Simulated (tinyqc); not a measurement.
Worked calculation: wafer bonding and layer transfer: bond energy, gap closing, particles, bonding of dissimilar wafers and hydrogen blisters. Computed by tinyqc, a small Python program that keeps every step. Command: `OMP_NUM_THREADS=1 python tinyqc.py 3023983 3023984 out.jsonl bond walk`. One thread of a shared host (Intel(R) Xeon(R) Processor @ 2.30GHz), about 0.01 s of CPU time with the checks. Intermediate numbers are printed to about 5 digits and carried at full precision; extremes and crossings named in words are read from the listed rows.

gamma is the energy per area of each of the two surfaces; plates are isotropic, and both wafers have E1 and t1.

Inputs (values chosen for the exercise, for model wafers):
```
quantity                                      value        unit
Young's modulus E1                              133         GPa
Poisson ratio nu                               0.29           -
thickness t1                                    525  micrometre
blade thickness t_b                              50  micrometre
crack length L                                 16.2          mm
particle radius h                             0.056  micrometre
radius of a shallow gap R                     0.024          mm
half height of the gap h_g                      8.6          nm
implant depth d                                 1.6  micrometre
hydrogen dose                                   9.3   1e16/cm^2
share of the dose released as H2               0.34           -
surface energy of the weakened plane gamma_s   0.84       J/m^2
anneal temperature T                            600           K
```

Pair: two equal wafers.

Constants: k_B = 1.380649e-23 J/K.

## Bond energy from the blade test

Two cantilevers opened by t_b: gamma = 3 t_b^2 E1 t1^3 E2 t2^3/(16 L^4 (E1 t1^3 + E2 t2^3)).

bond energy gamma = 0.065491 J/m^2

An error of 5 % in L changes gamma by about 20 %. This is the level of van der Waals or hydrogen bonds, as after contact at room temperature.

## Does a shallow gap close?

E' = E1/(1 - nu^2), equal wafers of thickness t1 assumed. A gap of radius R closes if h_g < h_c: h_c = R^2/sqrt((2/3) E' t1^3/gamma) for R > 2 t1 (plate bending), h_c = 3.6 sqrt(R gamma/E') for R < 2 t1 (local deformation).

closable height h_c = 11.844 nm

h_g/h_c = 0.72611

The gap closes.

## Void around a particle

E' = E1/(1 - nu^2), equal wafers assumed. Void radius in the plate regime: R_v = [(2/3) E' t1^3/gamma]^(1/4) h^(1/2). Below h_crit = 5 sqrt(t1 gamma/E') the wafers deform locally and R_v is of the order of h (taken as h).

critical particle radius = 0.076938 micrometre

void radius = 0.056 micrometre

The particle is small enough to be embedded.

## Blistering after hydrogen implantation

A flat crack of radius r under a layer of thickness d, as a clamped plate: centre height w = 3 p r^4/(16 E' d^3), volume pi r^2 w/3, energy release G = 3 p^2 r^4/(32 E' d^3), E' = E1/(1 - nu^2). It grows when G = 2 gamma_s. The gas comes from the area pi r^2: p V = (dose x share/2) pi r^2 k_B T, and G = p w/2 = (3/2) N k_B T with N the H2 molecules per area. Share needed: G = 2 gamma_s. The pressure and height at growth are given for r = 10 d.

energy release G = 1.9645 J/m^2

share of the dose needed = 0.29076

pressure at growth = 12.753 MPa

height at growth = 263.47 nm

The released gas suffices: cracks grow, as blisters under a free surface or as a split under a bonded stiffener. In this plate limit G depends on neither r nor d.

## Closable height against the size of the gap

The formulas are those given above.

Gap closing:
```
R (mm)    regime    h_c (nm)  slope h_c/R
1.00e-04   local  7.6452e-01    0.0076452
1.00e-03   local  2.4176e+00    0.0024176
1.00e-02   local  7.6452e+00    0.0007645
1.00e-01   local  2.4176e+01    0.0002418
5.00e-01   local  5.4060e+01    0.0001081
2.00e+00   plate  2.7350e+02    0.0001367
5.00e+00   plate  1.7094e+03    0.0003419
2.00e+01   plate  2.7350e+04    0.0013675
5.00e+01   plate  1.7094e+05    0.0034187
```

Roughness of 100 nm scale may be 0.76 nm in half height, waviness of radius 5 cm as much as 170 micrometre: h_c goes as R^(1/2) when the wafer deforms locally and as R^2 when it bends. The allowed slope is least near R = 2 t1, so defects about 4 t1 wide are the hardest to close; bow matters little.

Checks made by the program: gamma against the derivative of the beam energy (relative difference 2e-10).
